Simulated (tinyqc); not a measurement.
## Threshold-voltage variability of a planar MOSFET, analytic estimates: a gate of 8 grains

Three independent sources add in quadrature: random dopants in the depleted layer, metal-gate grains of two orientations, and roughness of the two gate edges acting through the roll-off VT = VT(long) - Vr exp(-L/l). These are first-order estimates: no three-dimensional electrostatics, no percolation.

Each of 8 equal grains has the higher work function with probability p; the threshold shift is dW (j/8 - p) for j such grains, and the off current changes by exp(-shift/(n Vt)).

Parameters, values chosen for the exercise; material values close to those of silicon: temperature T = 300 K; work-function difference of the two grain orientations dW = 0.2 eV; share of the orientation of higher work function p = 0.5; subthreshold factor n = 1.41.

Constants: q = 1.602176634e-19 C, kB = 1.380649e-23 J/K, Vt = kB T/q. Results are converted to the units shown.

Distribution:
```
j,probability,shift (mV),Ioff factor,probability x factor
0,0.003906,-100.0,15.54,0.06070
1,0.03125,-75.0,7.827,0.2446
2,0.1094,-50.0,3.942,0.4312
3,0.2188,-25.0,1.985,0.4343
4,0.2734,0.0,1.000,0.2734
5,0.2188,25.0,0.5037,0.1102
6,0.1094,50.0,0.2537,0.02775
7,0.03125,75.0,0.1278,0.003993
8,0.003906,100.0,0.06435,2.514e-4
```

The standard deviation is dW sqrt(p (1 - p)/8) = 35.4 mV. The mean off current is 1.59 times the nominal one; the log-normal formula exp(s^2/(2 (n Vt)^2)) gives 1.60. Devices with j = 3, 22 % of all, carry 27 % of the mean leakage.

tinyqc, about 0.01 s, one thread, Intel Xeon 2.30GHz (shared host): `OMP_NUM_THREADS=1 python tinyqc.py 2090108 2090109 out.jsonl`
